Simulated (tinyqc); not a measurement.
Free-carrier absorption and index change in the near infrared: free-carrier optics of a doped semiconductor (Drude model with one polar phonon).

eps(E) = ei [1 - Ep^2/(E^2 + i E Gam)] + (es - ei) wT^2/(wT^2 - E^2 - i E gT), with Ep^2 = 8 pi c (e^2/(4 pi eps0)) N/(m ei), c = hbar^2/2m0, N in 1/angstrom^3 (1e-24 per 1/cm^3); Gam = hbar/tau, tau = mu m m0/e with m0/e = 5.685630e-12 kg/C and mu in m^2/(V s). Energies in meV.

n + i k = sqrt(eps1 + i eps2) with k >= 0; R = ((n - 1)^2 + k^2)/((n + 1)^2 + k^2) at normal incidence from vacuum; alpha = 2 E k/(hbar c), times 1e8 for 1/cm; loss function Im(-1/eps) = eps2/(eps1^2 + eps2^2).

Constants: hbar^2/2m0 = 3.80998211 eV angstrom^2; e^2/(4 pi eps0) = 14.39964547 eV angstrom; hbar = 6.58211957e-16 eV s; hbar c = 1973.269805 eV angstrom.

Parameters, chosen for this exercise (mass and dielectric values near those of GaN; N and mu are free inputs; interband absorption and the rise of the mass with filling are left out; the results hold for these values, not for the real material):

| symbol | value | unit | meaning |
|---|---|---|---|
| N | 4e+19 | 1/cm^3 | carrier density |
| m | 0.204 | m0 | conductivity mass |
| mu | 110 | cm^2/(V s) | mobility |
| ei | 5.2 |  | high-frequency dielectric constant |

At the wavelengths listed E = hc/lambda (hc = 1239.841984 eV nm). Approximate forms: alpha = ei Ep^2 Gam/(E^2 sqrt(ei) hbar c) and dn = -sqrt(ei) Ep^2/(2 E^2). The phonon term is left out here.

Free carriers:

| lambda (micrometre) | E (meV) | alpha (1/cm) | alpha, approximate | dn | dn, approximate |
|---|---|---|---|---|---|
| 1.31 | 946.4 | 355 | 346 | -0.0670 | -0.0662 |
| 1.55 | 799.9 | 503 | 484 | -0.0942 | -0.0926 |
| 2.00 | 619.9 | 861 | 807 | -0.159 | -0.154 |
| 3.00 | 413.3 | 2.13e+03 | 1.81e+03 | -0.371 | -0.347 |
| 5.00 | 248.0 | 1.03e+04 | 5.04e+03 | -1.21 | -0.964 |
| 8.00 | 155.0 | 3.67e+04 | 1.29e+04 | -1.56 | -2.47 |
| 10.60 | 117.0 | 4.18e+04 | 2.27e+04 | -1.24 | -4.33 |

At 1.55 micrometre alpha = 503 1/cm and dn = -0.0942; a phase shift of pi needs a length lambda/(2 |dn|) = 8.23 micrometre, over which the loss is 1.80 dB. The approximate alpha is within 5 % up to 1.55 micrometre of the wavelengths listed; it needs photon energies well above both Ep and Gam, which lie at 5.4 and 24.0 micrometre. Interband and intervalley absorption are left out.

tinyqc: `OMP_NUM_THREADS=1 python tinyqc.py 1650177 1650178 out.jsonl`; about 0.01 s, one thread, shared Intel(R) Xeon(R) Processor @ 2.30GHz.
